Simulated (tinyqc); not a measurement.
Heated strip on a layer stack, thermal resistances with spreading: one step of the calculation.

A long strip of width ws dissipates Pw per length on three layers over a heat sink. Heat is taken to spread at 45 degrees, so the width of the flow grows by twice the depth: w1 = ws + 2 t1, w2 = w1 + 2 t2, w3 = w2 + 2 t3 at the bottoms of the layers. This is a rule of thumb, not a solution of the heat equation.

Problem. Thermal resistances. Resistances times length: layer i, ln(w_i/w_(i-1))/(2 k_i) with w0 = ws; boundary, Rb/w1.

Parameters, values chosen for the exercise; conductivities close to those of gallium arsenide (layer 1), gallium arsenide (layer 2) and solder (layer 3): width of the heated strip ws = 1.6 um; thickness of layer 1 t1 = 1.2 um; conductivity of layer 1 k1 = 52.3 W/(m K); boundary resistance between layers 1 and 2 Rb = 48 m^2 K/GW; thickness of layer 2 t2 = 200 um; conductivity of layer 2 at 300 K k2 = 45.7 W/(m K); thickness of layer 3 t3 = 10 um; conductivity of layer 3 k3 = 54.9 W/(m K).

Wanted: resistance times length.

Solution.

resistance times length (K mm/W): layer 1 8.7599, boundary 12.000, layer 2 50.494, layer 3 0.44006

The largest part, 70.4 % of the sum, is layer 2.

Numbers from tinyqc (`OMP_NUM_THREADS=1 python tinyqc.py 2520022 2520023 out.jsonl`; about 0.01 s on one thread of a shared Intel Xeon 2.30GHz).
